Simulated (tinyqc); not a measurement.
## Thickness from two neighbouring fringes

Question. At normal incidence a transparent film with an index between those of air and substrate, taken as constant, has reflectance minima at 2 n1 d = (m + 1/2) lam (small phase shifts at the substrate neglected). Find d and the order m of the shorter wavelength.

Parameters, values chosen for the exercise: index of the transparent film n1 = 2.379.

wavelengths of two neighbouring reflectance minima (nm): 550  634.61538

Solution. Neighbouring orders differ by one: 2 n1 d (1/lam1 - 1/lam2) = 1.

d = 867 nm
m = 7

tinyqc, about 0.01 s, one thread, Intel Xeon 2.30GHz (shared host): `OMP_NUM_THREADS=1 python tinyqc.py 2870230 2870231 out.jsonl`
